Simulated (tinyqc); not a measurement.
Trench capacitor in an array: capacitance, non-linearity, leakage and relaxation: one step of the calculation.

A film between two metal electrodes, each interface adding a series capacitance ci. The small-signal permittivity is ek (1 + aq E^2); the field is found with the linear permittivity. Leakage J = J0 sinh(E/Ef). After a voltage step the film passes a relaxation current kr C V tt^(-nr), tt being the time in seconds. The sidewall is a coaxial capacitor with radii a = dm/2 - t and b = dm/2, depth AR dm; the end face is left out.

Task. Cell capacitance, fields and time constant. Per length 1/c = ln(b/a)/(2 pi eps0 ek) + (1/a + 1/b)/(2 pi ci); cell capacitance c AR dm; per footprint over pt^2; fields c V/(2 pi eps0 ek r) at r = a and b; resistance of the inner electrode rho AR dm/(pi a^2); time constant R C/3 of the distributed line.

Values chosen for this exercise; permittivity of the order of that of tantalum oxide:
- ek = 24.3 (relative permittivity of the film)
- t = 23 nm (film thickness)
- ci = 1000 uF/cm^2 (capacitance of each electrode interface (dead layer and screening))
- V = 0.9 V (bias)
- dm = 140 nm (diameter of the hole)
- AR = 70 (aspect ratio, depth over diameter)
- pt = 280 nm (pitch of the square array)
- rho = 1600 uohm cm (resistivity of the inner electrode)

Constants: eps0 = 8.8541878128e-14 F/cm where lengths are in cm. Results are converted to the units shown.

Wanted: a; b; cell capacitance; capacitance per footprint; field at a; field at b; R; R C/3.

Result.

a = 47.000 nm
b = 70.000 nm
cell capacitance = 33.194 fF
capacitance per footprint = 42.340 uF/cm^2
field at a = 0.47979 MV/cm
field at b = 0.32214 MV/cm
R = 22.594 kohm
R C/3 = 250.00 ps

The array gives 45.3 times the planar capacitance per footprint; curvature makes the field at the inner electrode 1.23 times the planar value.

Numbers from tinyqc (`OMP_NUM_THREADS=1 python tinyqc.py 2102094 2102095 out.jsonl`; about 0.01 s on one thread of a shared Intel Xeon 2.30GHz).
